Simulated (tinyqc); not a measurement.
Charge control and current of a heterostructure field-effect transistor: one step, computed by the program tinyqc.

Two subbands in a triangular well; E_F is counted from the conduction band edge of the channel at the interface.

Question. Saturation current. With V = e n_s/C_g and V_c = v_s L/mu: for v = mu F/(1 + mu F/v_s), V_Dsat = V_c (sqrt(1 + 2V/V_c) - 1) and I/W = C_g v_s (V - V_Dsat); g_m = dI/dV; extrinsic g_m/(1 + g_m R_S); f_T = g_m/(2 pi C_g L).

Inputs (values chosen for the exercise, modelled on AlGaAs/GaAs):
```
quantity                                value        unit
permittivity eps (barrier and channel)   12.4           -
conduction band offset dE_c              0.21          eV
mobility mu                              7900  cm^2/(V s)
saturation velocity v_s                   1.4    1e7 cm/s
gate length L                             880          nm
source resistance R_S                    0.66      ohm mm
temperature T                             300           K
spacer between delta layer and channel    3.6          nm
```

Charge source: delta doping. Velocity law: smooth.

sheet density n_s = 4.549651e+12 1/cm^2

gate capacitance C_g = 0.2736512 microfarad/cm^2

Constants: e = 1.602176634e-19 C.

Give: V; V_c; V_Dsat; saturation current I/W; intrinsic g_m; extrinsic g_m; intrinsic f_T.

Answer.

V = 2.6637 V

V_c = 0.15595 V

V_Dsat = 0.76879 V

saturation current I/W = 725.98 mA/mm

intrinsic g_m = 318.50 mS/mm

extrinsic g_m = 263.18 mS/mm

intrinsic f_T = 21.050 GHz

V/V_c = 17.08: velocity saturation rules; I is 71 % of e n_s v_s = 1020 mA/mm. Caution: E_F lies above the conduction band minimum of the barrier, so electrons would spill into the barrier.
